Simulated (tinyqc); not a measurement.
Changing the layer thickness t: four-point probe, van der Pauw, Hall and spreading-resistance readings of a semiconductor layer. Computed by tinyqc, a small Python program. Command: `OMP_NUM_THREADS=1 python tinyqc.py 3110506 3110507 out.jsonl probe sweep`. One thread of a shared host (Intel(R) Xeon(R) Processor @ 2.30GHz), about 0.02 s of CPU time with the checks.

The layer is uniform and ohmic; contacts are points unless a radius is given.

Inputs (values chosen for the exercise, modelled on n-type silicon): carrier density n = 1.8e+19 1/cm^3; drift mobility mu = 113 cm^2/(V s); probe spacing s = 1.588 mm; current I = 3 mA.

Backing of the layer: insulating.

Constants: e = 1.602176634e-19 C.

Method:
- rho = 1/(e n mu); R_s = rho/t.
- Collinear probes with equal spacing on a layer with insulating backing: images at depth 2 m t give V = (rho I/(2 pi s)) G, G = 1 + 4 sum_(m>=1) [1/sqrt(1 + (2 m u)^2) - 1/sqrt(4 + (2 m u)^2)], u = t/s; the sum runs to m = 20000, with the tail 3/(32 u^3 M^2) added to the sum for M = 20000.
- Limits: thick, rho = 2 pi s V/I; thin on an insulator, rho = (pi/ln 2) t V/I.

One run for each value:
```
layer thickness t (micrometre)  voltage V (mV)       G  rho by the thick formula (ohm cm)  rho by the thin formula (ohm cm)
64                                     0.31736  34.397                            0.10555                          0.003069
120                                    0.16926  18.345                            0.05629                          0.003069
220                                    0.09232  10.007                            0.03071                          0.003069
420                                    0.04836   5.242                            0.01608                          0.003069
780                                    0.02610   2.829                            0.00868                          0.003076
1500                                   0.01448   1.569                            0.00481                          0.003280
2700                                   0.01055   1.144                            0.00351                          0.004304
5100                                   0.00946   1.025                            0.00315                          0.007288
9500                                   0.00926   1.004                            0.00308                          0.013297
```

Describe and explain the trends.

Over the rows, voltage V (mV) falls from 0.317 to 0.00926 (exponent d ln y / d ln x -1.0 between the first rows and -0.033 between the last); G falls from 34.4 to 1.00 (exponent d ln y / d ln x -1.0 between the first rows and -0.033 between the last); rho by the thick formula (ohm cm) falls from 0.106 to 0.00308 (exponent d ln y / d ln x -1.00 between the first rows and -0.033 between the last). At the low end the exponent of voltage V is -1.00, close to -1: a thin layer, V = R_s I ln 2/pi.
